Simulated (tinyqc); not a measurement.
Transfer-length model of a contact: one step of the calculation.

A metal contact of length d and width W on a thin layer of the same width. The metal has no resistance, the sheet resistance under it equals Rsh, and current enters the layer at the front edge x = 0.

Question. Straight-line fit. Pairs of such contacts at gaps L have R_T = Rsh L/W + 2 Rc. The values of R_T were made from Rsh and rc and are treated as data. Least squares: slope = sum (L - mean L)(R_T - mean R_T)/sum (L - mean L)^2, intercept = mean R_T - slope mean L. Rsh = slope W, Rc = intercept/2, and A = Rc/slope is half the distance from the origin to the zero of the line.

Parameters, values chosen for the exercise: contact width W = 39 um.

```
gap  L (um)  R_T (ohm)
1      0.43     20.356
2      0.89      22.48
3       1.8      26.68
4       3.8      35.91
```

Find: slope; intercept; Rsh; Rc; A.

Answer.

slope = 4.615 ohm/um
intercept = 18.37 ohm
Rsh = 180.0 ohm/sq
Rc = 9.186 ohm
A = 1.990 um

Program tinyqc, `OMP_NUM_THREADS=1 python tinyqc.py 2760114 2760115 out.jsonl`; Intel Xeon 2.30GHz, shared host, one thread, about 0.01 s.
